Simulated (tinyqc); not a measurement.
Haynes-Shockley experiment: drift, diffusion and decay of a minority-carrier pulse. From one set of inputs to another, one input at a time. Computed by tinyqc, a small Python program. Command: `OMP_NUM_THREADS=1 python tinyqc.py 3110425 3110426 out.jsonl haynes ladder`. One thread of a shared host (Intel(R) Xeon(R) Processor @ 2.30GHz), about 0.01 s of CPU time with the checks.

A thin sheet of excess carriers is made at x = 0, t = 0 in a long uniform bar; injection is low, so the pulse moves with the minority mobility.

The inputs printed are set A. Set A is modelled on holes in n-type germanium in a lightly doped bar; the values taken over come from a set modelled on electrons in p-type germanium in a lightly doped bar. Inputs not listed in the table keep their values of set A, so the rows need not describe a real material.

Inputs (values chosen for the exercise, modelled on holes in n-type germanium in a lightly doped bar):
```
quantity                       value         unit
minority mobility mu            1770   cm^2/(V s)
lifetime tau                     200  microsecond
temperature T                    300            K
field F                           18         V/cm
distance d to the collector     0.24           cm
injected sheet density N0    5.2e+09       1/cm^2
```

Constants: k_B = 8.617333262e-05 eV/K.

Method:
- D = mu k_B T/e, v = mu F.
- Transit time d/v, diffusion length sqrt(D tau), drift length v tau, Peclet number v d/D = e F d/(k_B T).
- dn(x, t) = N0/sqrt(4 pi D t) exp(-(x - v t)^2/(4 D t) - t/tau).
- At fixed x the signal peaks where d ln(dn)/dt = 0: a t^2 + t/2 - x^2/(4 D) = 0 with a = v^2/(4 D) + 1/tau.
- The full width at half maximum is found by solving dn(x, t) = peak/2 on both sides of the peak.
- With w the full width at half maximum: mu = d/(F t_p); D = (w d)^2/(16 ln2 t_p^3); Einstein ratio D/mu against k_B T/e.

Each row keeps all changes above it:
```
input moved                               from          to  time of the peak t_p (microsecond)  peak density (1/cm^3)  apparent D (cm^2/s)
set A                                        -           -                               7.485             7.6221e+10               46.224
distance d to the collector (cm)          0.24        0.81                              25.367             3.7900e+10               45.896
temperature T (K)                          300         250                              25.377             4.1513e+10               38.227
lifetime tau (microsecond)                 200          94                              25.366             3.5979e+10               38.227
injected sheet density N0 (1/cm^2)  5200000000  3000000000                              25.366             2.0757e+10               38.227
minority mobility mu (cm^2/(V s))         1770        3860                              11.637             2.4024e+10               83.366
field F (V/cm)                              18         2.8                              73.147             4.9066e+09               84.487
```

Time of the peak t_p goes from 7.48 to 73.1, a factor 9.77 in all. The largest single move comes from field F (a factor 6.29), and minority mobility mu works against it (a factor 0.459). Peak density goes from 7.62e10 to 4.91e9, a factor 0.0644 in all. The largest single move comes from field F (a factor 0.204). Apparent D goes from 46.2 to 84.5, a factor 1.83 in all. The largest single move comes from minority mobility mu (a factor 2.18), and temperature T works against it (a factor 0.833). The single moves hold for this order of the switches; the total does not depend on the order.

Extremes, crossings and ranges named in words are read from the listed rows.
